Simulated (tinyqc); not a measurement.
Inside a calculation. Method: plane-wave Kohn-Sham cycle with exchange-only LDA in a layered model solid. Computed by tinyqc, a small Python program that keeps every step. Settings: points = 16, plane-wave index or count = 2, electrons = 4, k points = 3, area = 29.0, mixing = 0.1, iteration cap = 52, Kerker q0 = 1.13. Command: `OMP_NUM_THREADS=1 python tinyqc.py 23691 23692 out.jsonl` (the two numbers bound the seeds that draw the settings). One thread of a shared host (Intel(R) Xeon(R) Processor @ 2.60GHz), about 0.02 s of CPU time with the checks.

A solid whose potential varies along x alone (atomic units):
```
parameter                      value
period a                    9.400000
cross-section of the cell  29.000000
electrons per cell                 4
grid points                       16
plane waves -n..n, n               2
k points                           3
V1 in V1 cos(2 pi x/a)     -0.130000
V2 in V2 cos(4 pi x/a)     -0.120000
```

Stop when sqrt(dV sum R^2) is below 1e-8, dV = a A/N.

Course of the cycle:
```
iteration  E (hartree)  norm of the residual
1          -0.50257344              7.33e-02
2          -0.50171594              6.92e-02
3          -0.50093175              6.54e-02
4          -0.50021522              6.18e-02
5          -0.49956091              5.84e-02
6          -0.49896366              5.52e-02
7          -0.49841863              5.21e-02
8          -0.49792131              4.93e-02
9          -0.49746751              4.66e-02
10         -0.49705341              4.41e-02
11         -0.49667546              4.17e-02
...                ...                   ...
42         -0.49286492              8.40e-03
43         -0.49284097              8.01e-03
44         -0.49281890              7.63e-03
45         -0.49279857              7.28e-03
46         -0.49277982              6.94e-03
47         -0.49276254              6.62e-03
48         -0.49274661              6.32e-03
49         -0.49273192              6.03e-03
50         -0.49271837              5.76e-03
51         -0.49270586              5.50e-03
52         -0.49269433              5.25e-03
```

Can the last value be used, and what does the course show?

Not by the stop rule. Not converged within 52 iterations: the residual falls steadily but slowly, by a factor of about 0.95 a step. Reruns (cap 100 unless said): mixing 0.5, Kerker q0 1.0: converged in 60 (E = -0.49255); mixing 0.3, Pulay depth 5: converged in 9 (E = -0.49255); the original settings with a cap of 400: converged in 387 (E = -0.49255).
